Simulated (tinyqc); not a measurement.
Minority carriers and saturation current of a heavily doped emitter: one step of the calculation.

n-type, parabolic bands, full ionisation. eta = (EF - Ec)/kB T solves N = Nc F12(eta), F12(x) = (2/sqrt(pi)) int_0^infinity sqrt(u)/(1 + exp(u - x)) du. The gap shrinks rigidly by dEg = E1 [ln(N/N0) + sqrt(ln^2(N/N0) + 0.5)], an empirical law that is here taken as the true narrowing.

Task. Saturation current. 1/tau = Cn N^2 + 1/ts, D = mup Vt, L = sqrt(D tau); J0 = (q p0 D/L)(s + tanh(W/L))/(1 + s tanh(W/L)), s = S L/D; the share recombining inside is 1 - 1/[cosh(W/L)(1 + tanh(W/L)/s)].

Values chosen for this exercise; band and dielectric values close to those of silicon: temperature T = 250 K; ionised donor density N = 1e20 cm^-3; minority-hole mobility mup = 190 cm^2/(V s); Auger coefficient Cn = 1.5e-31 cm^6/s; defect lifetime ts = 3.5 us; emitter width W = 86 nm; recombination velocity at the contact S = 8.2e6 cm/s.

Constants: q = 1.602176634e-19 C, kB = 1.380649e-23 J/K, Vt = kB T/q. Results are converted to the units shown.

p0 = 0.010424644 cm^-3

Find: tau; L; s; J0; share recombining inside.

Result.

tau = 0.6665 ns
L = 522.3 nm
s = 104.6
J0 = 0.7589 fA/cm^2
share recombining inside = 1.494 %

The emitter is transparent: most holes reach the contact.

Range of the model: Band tails, non-parabolic bands and incomplete ionisation are left out.

Computed by the program tinyqc: `OMP_NUM_THREADS=1 python tinyqc.py 2330118 2330119 out.jsonl`, one thread of a shared Intel Xeon 2.30GHz, about 0.01 s for the whole run.
